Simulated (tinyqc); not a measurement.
Thermal displacements in the Debye model: Debye-Waller factors, bond-length spread and the Lindemann rule: one step, computed by the program tinyqc. Command: `OMP_NUM_THREADS=1 python tinyqc.py 3001807 3001808 out.jsonl debyewaller walk`. One thread of a shared host (Intel(R) Xeon(R) Processor @ 2.30GHz), about 0.01 s of CPU time with the checks.

A Debye spectrum with three branches of one velocity, cut at k_B Theta; 4 atoms per cube, nearest neighbours at d = 0.707107 a.

Problem. Recoil-free fraction. A nucleus of this mass is supposed to emit a gamma ray of the energy chosen: recoil energy E_R = E^2/(2 M c^2), wave number k_g = E/(hbar c), recoil-free fraction f = exp(-k_g^2 <u_x^2>).

Inputs (values chosen for the exercise, modelled on nickel): atomic mass M = 58.69 u; Debye temperature Theta = 435 K; temperature T = 20 K; gamma-ray energy E = 6.2 keV.

Structure: fcc.

<u_x^2> = 0.001444863 angstrom^2

Constants: e = 1.602176634e-19 C; u = 1.6605390666e-27 kg; c = 299792458 m/s; hbar = 6.582119569e-16 eV s; k_B = 8.617333262e-05 eV/K.

Give: recoil energy; k_g; recoil-free fraction f.

Solution.

recoil energy = 0.3516 meV

k_g = 3.142 1/angstrom

recoil-free fraction f = 0.9858
